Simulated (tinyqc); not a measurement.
The 3-omega method: a line heater on a substrate with a thin film: one step, computed by the program tinyqc. Command: `OMP_NUM_THREADS=1 python tinyqc.py 3009310 3009311 out.jsonl threeomega walk`. One thread of a shared host (Intel(R) Xeon(R) Processor @ 2.30GHz), about 0.01 s of CPU time with the checks.

A current at angular frequency omega = 2 pi f heats the line at 2 omega with the amplitude P per length; the temperature swing Delta T at 2 omega gives a voltage at 3 omega. The substrate is taken as semi-infinite and isotropic, and the heat capacity of heater and film is left out.

Task: Temperature swing of the bare substrate. Delta T_s = (P/(pi kappa)) int_0^infinity (sin x/x)^2 / sqrt(x^2 + (q b)^2) dx with (q b)^2 = i |q b|^2, averaged over the heater width (12 Gauss-Legendre points on each of the pieces 0, 14 log-spaced edges from 1e-5 to 1, and multiples of pi to 40 pi; the tail adds 1/(4 (40 pi)^2)). For |q| b much below 1: Delta T_s = (P/(pi kappa)) [-ln(|q| b) + eta - i pi/4], eta = 3/2 - C_E = 0.92278, with Euler's C_E = 0.5772157.

Inputs (values chosen for the exercise, modelled on alumina on germanium):

| quantity | value | unit |
|---|---|---|
| substrate conductivity kappa | 59.4 | W/(m K) |
| substrate heat capacity C | 1.73 | 1e6 J/(m^3 K) |
| heater half-width b | 4.1 | micrometre |
| power amplitude per length P | 6.4 | W/m |
| current frequency f | 2700 | Hz |

|q| b = 0.1288844

Give: in-phase Delta T_s; out-of-phase Delta T_s; in-phase, narrow-line form; out-of-phase, narrow-line form.

Result:

in-phase Delta T_s = 0.1020 K

out-of-phase Delta T_s = -0.02665 K

in-phase, narrow-line form = 0.1019 K

out-of-phase, narrow-line form = -0.02694 K

The narrow-line form misses the in-phase part by -0.07 % and the out-of-phase part by +1.1 % at |q| b = 0.129.
